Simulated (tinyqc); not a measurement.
# Which input was changed?

Model: surface photovoltage measurement of the minority-carrier diffusion length in a wafer. Computed by tinyqc, a small Python program. Command: `OMP_NUM_THREADS=1 python tinyqc.py 3130076 3130077 out.jsonl spv which`. One thread of a shared host (Intel(R) Xeon(R) Processor @ 2.30GHz), about 0.07 s of CPU time with the checks.

Low injection, steady light, a depletion layer much thinner than 1/alpha and L. The excess density dn is taken at the front edge of the neutral region; light that reaches the back is lost.

Inputs (values chosen for the exercise, modelled on p-type silicon at room temperature):

| quantity | value | unit |
|---|---|---|
| diffusion length L | 160 | micrometre |
| wafer thickness W | 300 | micrometre |
| diffusivity D | 26.7 | cm^2/s |
| front recombination velocity S_f | 470 | cm/s |
| back recombination velocity S_b | 9500 | cm/s |
| photon flux entering | 9.4e+11 | 1/(cm^2 s) |
| minority density at the surface barrier scale n_0 | 9.9e+10 | 1/cm^3 |
| temperature T | 298 | K |
| wavelength | 956 | nm |
| relative noise of each reading | 1 | % |

normal deviates g for the noise: -1.77  -1.79  -0.15  0.16  0.67  -0.80  0.50

Constants: k_B = 8.617333262e-05 eV/K.

Method:
- alpha = (84.732/lambda - 76.417)^2 per cm with lambda in micrometre (an empirical fit for silicon between 0.7 and 1.05 micrometre).
- Thick wafer: dn = Phi L/((S_f + D/L)(L + 1/alpha)). Finite wafer, with s = S_b L/D, w = W/L, a = alpha L: dn = [Phi a/(a^2 - 1)] [a - B - exp(-alpha W)(a - s)/(cosh w + s sinh w)]/(S_f + B D/L), B = (sinh w + s cosh w)/(cosh w + s sinh w).
- Photovoltage V = (k_B T/e) ln(1 + dn/n_0). Lifetime = L^2/D.
- Readings y = (Phi/dn) (1 + noise x g) at 780, 830, 880, 920, 950, 975 and 995 nm; a least-squares line y = c (1/alpha + L_app) gives L_app = intercept/slope.

Problem. One of these inputs alone was changed, within the range given: diffusivity D (13.35 to 53.4); front recombination velocity S_f (235 to 940); back recombination velocity S_b (4750 to 1.9e+04); wavelength (760 to 1040). Which one, and to what value?

Results:

| run | apparent length L_app (micrometre) | dn, finite wafer (1/cm^3) | photovoltage V (mV) |
|---|---|---|---|
| before | 133.7790 | 2.949409e+08 | 0.07639110 |
| after | 132.6084 | 2.937337e+08 | 0.07607891 |

Solution.

Each candidate set to reproduce apparent length L_app, and what it then gives:

| candidate | range searched | value needed | dn, finite wafer (1/cm^3) | photovoltage V (mV) |
|---|---|---|---|---|
| diffusivity D (cm^2/s) | 13.35 to 53.4 | 20.62 | 3.5778e+08 | 0.092637 |
| front recombination velocity S_f (cm/s) | 235 to 940 | no effect | - | - |
| back recombination velocity S_b (cm/s) | 4750 to 1.9e+04 | 12300 | 2.9373e+08 | 0.076079 |
| wavelength (nm) | 760 to 1040 | no effect | - | - |

Only back recombination velocity S_b fits every result: it went from 9500 to 12300 cm/s. The next best candidate, diffusivity D, misses one result by 22 %.
